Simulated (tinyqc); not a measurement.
# Trap density from the barrier height

Problem. In a partly depleted grain with all boundary traps filled, 2 N W = Qt and VB = q N W^2/(2 eps0 eps_r). Find Qt, W and the doping at which VB would equal Vt.

Inputs (values chosen for the exercise): temperature T = 400 K; relative permittivity eps_r = 11.7.

Constants: q = 1.602176634e-19 C, kB = 1.380649e-23 J/K, Vt = kB T/q, eps0 = 8.8541878128e-14 F/cm where lengths are in cm. Results are converted to the units shown.

doping = 6e18 cm^-3
barrier height = 0.071175460 V

Answer. Eliminating W gives VB = q Qt^2/(8 eps0 eps_r N), which falls as 1/N.

Qt = 4.700e12 cm^-2
W = 3.917 nm
doping for VB = Vt = 1.239e19 cm^-3

Program tinyqc, `OMP_NUM_THREADS=1 python tinyqc.py 2830264 2830265 out.jsonl`; Intel Xeon 2.30GHz, shared host, one thread, about 0.01 s.
